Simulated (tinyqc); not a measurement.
Worked calculation: power iteration on a symmetric matrix. Computed by tinyqc, a small Python program that keeps every step. Settings: method = power, shift = 0.72. Command: `OMP_NUM_THREADS=1 python tinyqc.py 22715 22716 out.jsonl` (the two numbers bound the seeds that draw the settings). One thread of a shared host (Intel(R) Xeon(R) Processor @ 2.60GHz), about 0.01 s of CPU time with the checks.

## Step 1

A:
```
[[1.0290, -0.3890, 0.7040, -0.1030, 0.0380],
 [-0.3890, 1.6560, 0.1740, 0.5770, 0.7400],
 [0.7040, 0.1740, 2.9480, 0.1710, -0.1460],
 [-0.1030, 0.5770, 0.1710, 3.1180, -0.6510],
 [0.0380, 0.7400, -0.1460, -0.6510, 3.4930]]
```

vector v at the start: [0.4472, 0.4472, 0.4472, 0.4472, 0.4472]

shift = 0.7200

w = (A - shift) v; v' = w/|w| with its largest component positive (the first on a tie); lambda = v'^T A v'.

vector after step 1: [0.1065, 0.3881, 0.5962, 0.4555, 0.5244]

Rayleigh quotient after step 1 = 3.2446

## Step 2

As before.

vector after step 2: [0.1086, 0.4258, 0.5823, 0.4215, 0.5387]

Rayleigh quotient after step 2 = 3.2571

## Course of the iteration

Stop when the residual |A v - lambda v| is below 1e-9.

Steps:
```
step    lambda  residual
1     3.244618  1.38e-01
2     3.257123  1.24e-01
3     3.270833  1.59e-01
4     3.293434  2.04e-01
5     3.329962  2.57e-01
6     3.386078  3.13e-01
7     3.465822  3.65e-01
8     3.567416  3.99e-01
9     3.680245  4.05e-01
10    3.787949  3.81e-01
11    3.876883  3.35e-01
12    3.941936  2.79e-01
13    3.985422  2.24e-01
14    4.012769  1.75e-01
15    4.029311  1.35e-01
16    4.039083  1.04e-01
17    4.044775  7.88e-02
18    4.048063  5.98e-02
19    4.049954  4.53e-02
20    4.051039  3.43e-02
21    4.051660  2.60e-02
22    4.052015  1.96e-02
23    4.052218  1.48e-02
24    4.052334  1.12e-02
25    4.052400  8.48e-03
26    4.052438  6.41e-03
27    4.052460  4.85e-03
28    4.052472  3.66e-03
29    4.052479  2.77e-03
30    4.052483  2.09e-03
```

all eigenvalues, for comparison: [0.5525, 1.3045, 3.0955, 3.2390, 4.0525]

Not converged in 30 steps: the residual falls only by the ratio of the two largest distances of eigenvalues from the shift, 0.76 a step.
